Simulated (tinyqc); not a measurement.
Hot carriers by balance equations with a heated Maxwellian. Inputs raised by 10 %, one at a time. Computed by tinyqc, a small Python program. Command: `OMP_NUM_THREADS=1 python tinyqc.py 3002618 3002619 out.jsonl hot sens`. One thread of a shared host (Intel(R) Xeon(R) Processor @ 2.30GHz), about 0.07 s of CPU time with the checks.

The carriers follow a Maxwellian at an electron temperature T_e, slightly displaced; the drift energy is neglected against k_B T_e. The balance averages the rate, not the time, so mu_0 lies below the relaxation-time value.

Inputs (values chosen for the exercise, for a model non-polar semiconductor): effective mass m = 0.3 m_0; density rho = 5840 kg/m^3; sound velocity v_l = 8700 m/s; acoustic deformation potential D_A = 10 eV; phonon energy hbar w = 23.3 meV; optical or intervalley deformation potential D_o = 6.6 1e8 eV/cm; final valleys Z_f = 1; lattice temperature T = 100 K; electric field F = 2.1 kV/cm; mixing = 0.3; iteration cap = 300.

Band: parabolic. Solver: damped fixed point.

Constants: k_B = 8.617333262e-05 eV/K; k_B = 1.380649e-23 J/K; e = 1.602176634e-19 C; hbar = 1.054571817e-34 J s; m_0 = 9.1093837015e-31 kg; hbar = 6.582119569e-16 eV s.

Method:
- Parabolic band: E = hbar^2 k^2/(2 m), speed v = hbar k/m, states per spin, volume and energy g(E) = m k/(2 pi^2 hbar^2). Masses are multiplied by m_0 and all formulas are in SI units.
- Phonon occupation N_q = 1/(exp(hbar w/(k_B T)) - 1).
- Acoustic deformation potential (elastic, equipartition, absorption and emission together): 1/tau = 2 pi k_B T D_A^2 g(E)/(hbar rho v_l^2).
- Optical or intervalley deformation potential: 1/tau = (pi Z_f D_o^2/(rho w)) [N_q g(E + hbar w) + (N_q + 1) g(E - hbar w)], with g = 0 below the band edge.
- Averages over the Maxwellian, <y> = int y x^(1/2) exp(-x) dx / int x^(1/2) exp(-x) dx with x = E/(k_B T_e), split at x_0 = hbar w/(k_B T_e): 64 Gauss-Legendre points in sqrt(x) below it and 128 in sqrt(x - x_0) above it, up to x = 32. Momentum balance: mu(T_e) = e/(m nu), nu = <x (sum of rates)>/<x>. Power lost per carrier: P(T_e) = hbar w <emission rate - absorption rate> + <(2 m v_l^2/(k_B T)) (E - 2 k_B T) acoustic rate>.
- Energy relaxation time at weak heating: tau_E = (3/2) k_B / (dP/dT_e), the derivative by a central difference of +/- 0.5 K at T_e = T.
- Fixed point: T_out = T + (T_e - T) e mu(T_e) F^2/P(T_e), T_new = T_e + mixing (T_out - T_e).
- Start at T_e = 1.5 T; stop when T_e moves by less than 1e-6 K or exceeds 1e6 K.
- v = mu(T_e) F; warm-carrier coefficient (mu/mu_0 - 1)/F^2.

Runs; columns: (1) input moved; (2) from; (3) to; (4) drift velocity (1e7 cm/s); (5) low-field mobility mu_0 (cm^2/(V s)); (6) energy relaxation time tau_E (ps); (7) mobility mu(T_e) (cm^2/(V s)):
```
(1)                                                            (2)    (3)     (4)    (5)    (6)   (7)
base run                                                         -      -  0.6878  10538  2.510  3275
effective mass m (m_0)                                         0.3   0.33  0.6212   8304  2.172  2958
sound velocity v_l (m/s)                                      8700   9570  0.7064  11365  2.510  3364
acoustic deformation potential D_A (eV)                         10     11  0.6679   9686  2.501  3181
phonon energy hbar w (meV)                                    23.3  25.63  0.7312  12467  2.936  3482
optical or intervalley deformation potential D_o (1e8 eV/cm)   6.6   7.26  0.6689   9392  2.081  3185
electric field F (kV/cm)                                       2.1   2.31  0.7053  10538  2.510  3053
density rho (kg/m^3)                                          5840   6424  0.7053  11592  2.761  3359
```

Exponents ln(y'/y) / ln(x'/x):
```
input                                             drift velocity  low-field mobility mu_0  energy relaxation time tau_E  mobility mu(T_e)
effective mass m                                          -1.068                   -2.500                        -1.518            -1.068
sound velocity v_l                                         0.280                    0.792                         0.000             0.280
acoustic deformation potential D_A                        -0.307                   -0.885                        -0.039            -0.307
phonon energy hbar w                                       0.643                    1.764                         1.644             0.643
optical or intervalley deformation potential D_o          -0.291                   -1.208                        -1.968            -0.291
electric field F                                           0.264                    0.000                         0.000            -0.736
density rho                                                0.264                    1.000                         1.000             0.264
```

Among the inputs moved here: drift velocity answers most in size to effective mass m (exponent -1.068), next to phonon energy hbar w (+0.643). Low-field mobility mu_0 answers most in size to effective mass m (exponent -2.500), next to phonon energy hbar w (+1.764); its exponent is below 0.0005 for electric field F. Its exponent -2.500 in effective mass m: rates scale as m^(3/2) and mu = e tau/m. Energy relaxation time tau_E answers most in size to optical or intervalley deformation potential D_o (exponent -1.968), next to phonon energy hbar w (+1.644); its exponent is below 0.0005 for sound velocity v_l, electric field F. mobility mu(T_e) answers most in size to effective mass m (exponent -1.068), next to electric field F (-0.736).

Caution (rows effective mass m, optical or intervalley deformation potential D_o): the drift energy m v^2/2 is not small against the heating (3/2) k_B (T_e - T), so T_e - T is rough.
